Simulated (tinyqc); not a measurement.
From results back to parameters: k.p values derived from sp3s* tight binding at Gamma.

Problem. The electron mass obeys m0/m = A + Ep/EG, where A gathers the direct term and the higher bands, and Ep = P^2/c with c = hbar^2/2m0, P = (a/4)(sa pc Vsapc + sc pa Vscpa). The mass comes from a hidden Vscpa (s cation, p anion); sa, sc are the anion and cation parts of S+, the upper s level at Gamma, and pa, pc those of P-, the lower p level (P+ is the upper one).

Constants: hbar^2/2m0 = 3.80998211 eV angstrom^2.

Inputs chosen for the exercise (out of a larger set: near a published set for SiC, fitted to gaps, whose masses and valley positions are rough; not measured data): a = 4.359 angstrom (lattice constant); Vsapc = 9.407 eV (s anion, p cation).

m = 0.5285833 m0
A = -2.57687
EG = 6.015533 eV

sa, sc, pa, pc: 0.653041  -0.757323  0.817703  -0.575641

Find: Ep; Vscpa.

Solution. Ep = (m0/m - A) EG gives |P|; both terms of P have the sign of sc pa, and the linear relation gives Vscpa. A is held fixed, though its part from P+ also depends on Vscpa.

Ep = 26.88 eV
Vscpa = 9.29 eV

Computed by tinyqc, a small Python program: `OMP_NUM_THREADS=1 python tinyqc.py 1450746 1450747 out.jsonl` (the numbers bound the seed that draws the inputs); one thread of a shared host (Intel(R) Xeon(R) Processor @ 2.30GHz), about 0.01 s for the whole set of steps.
